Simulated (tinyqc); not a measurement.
What each parameter does: pair of shallow donors (hydrogen-like orbitals).

Each donor has the orbital exp(-r/a); energy unit Ha* = q/(eps a), q = e^2/(4 pi eps0), so that a lone donor is bound by Ha*/2; x = R/a. One electron: S = (1 + x + x^2/3) exp(-x), j = 1/x - (1 + 1/x) exp(-2x), k = (1 + x) exp(-x); levels E(+/-) = -1/2 - (j +/- k)/(1 +/- S) in Ha*, without the repulsion of the ions, split by D = |E(-) - E(+)|. In six valleys the overlaps S and k are multiplied by v = [cos(K Rx) + cos(K Ry) + cos(K Rz)]/3, K = k0 (2 pi/a_lat), for isotropic envelopes and the symmetric valley state.

Two electrons, Heitler-London: with S' = (1 - x + x^2/3) exp(x), C = 1/x - exp(-2x)(1/x + 11/8 + 3x/4 + x^2/6), X = (1/5){exp(-2x)(25/8 - 23x/4 - 3x^2 - x^3/3) + (6/x)[S^2 (0.5772157 + ln x) + S'^2 Ei(-4x) - 2 S S' Ei(-2x)]}, Q = C - 2j + 1/x and A = X - 2 S k + S^2/x, the singlet and triplet lie at (Q +/- w A)/(1 +/- w S^2) from two lone donors, with the valley weight w = v^2; the exchange is J = triplet - singlet.

Constants: e^2/(4 pi eps0) = 14.39964547 eV angstrom.

Parameters, chosen for this exercise (near those of two donors in Si; not measured data): a = 18.6 angstrom (orbital radius); eps = 11.3 (dielectric constant); n = (23, 0, 0) a_lat (separation vector); a_lat = 5.431 angstrom (lattice constant); k0 = 0.852 2 pi/a_lat (valley position).

x, D = |E(-) - E(+)| and J.

Results for these values:

| case | x | D (meV) | J (micro-eV) |
|---|---|---|---|
| base | 6.716 | 0.2818 | 2.91 |

What happens to each result for eps = 12.4, all else kept?

Answer: x does not change at the printed digits; D falls from 0.2818 to 0.2568; J falls from 2.91 to 2.65.

The same for each parameter in turn:

| case | x | D (meV) | J (micro-eV) |
|---|---|---|---|
| base | 6.716 | 0.2818 | 2.91 |
| a = 20.5 angstrom | 6.093 | 0.4292 | 7.40 |
| eps = 12.4 | 6.716 | 0.2568 | 2.65 |
| k0 = 0.832 2 pi/a_lat | 6.716 | 0.6367 | 14.8 |
| n = (24, 0, 0) a_lat | 7.008 | 0.1971 | 1.43 |

(tinyqc, `OMP_NUM_THREADS=1 python tinyqc.py 1250787 1250788 out.jsonl`, Intel(R) Xeon(R) Processor @ 2.30GHz, 1 thread, shared host, about 0.01 s.)
